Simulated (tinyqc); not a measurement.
Classical nucleation, growth and JMAK kinetics of crystallisation from a melt or glass: one step, computed by the program tinyqc. Command: `OMP_NUM_THREADS=1 python tinyqc.py 3002414 3002415 out.jsonl nucl walk`. One thread of a shared host (Intel(R) Xeon(R) Processor @ 2.30GHz), about 0.01 s of CPU time with the checks.

A spherical nucleus cap on a flat wall with a sharp interface of isotropic energy gamma; lambda = Omega^(1/3) is the jump distance.

Question. Fraction transformed and grain size. JMAK with steady nucleation and growth, nuclei spread at random: extended fraction X_e = (pi/3) I u^3 t^4, X = 1 - exp(-X_e); t_X = [-3 ln(1 - X)/(pi I u^3)]^(1/4); final grains per volume = Gamma(5/4) (3/pi)^(1/4) (I/u)^(3/4), Gamma(5/4) = 0.9064024771. Grain size = (grains per volume)^(-1/3).

Inputs (values chosen for the exercise, for a model substance): temperature T = 1215 K; time t = 1.5e-06 s.

Nucleation: on a flat wall. Driving force: Thompson-Spaepen.

nucleation rate I = 9.613257e+16 1/(m^3 s)

growth velocity u = 3.957858e-05 m/s

Give: extended fraction; fraction X at t; half time t_0.5; grains per volume; grain size.

Answer.

extended fraction = 3.160e-20

fraction X at t = 3.160e-20

half time t_0.5 = 0.1027 s

grains per volume = 9.803e+15 1/m^3

grain size = 4.672 micrometre

t is 1.5e-5 half times: nearly nothing has crystallised.
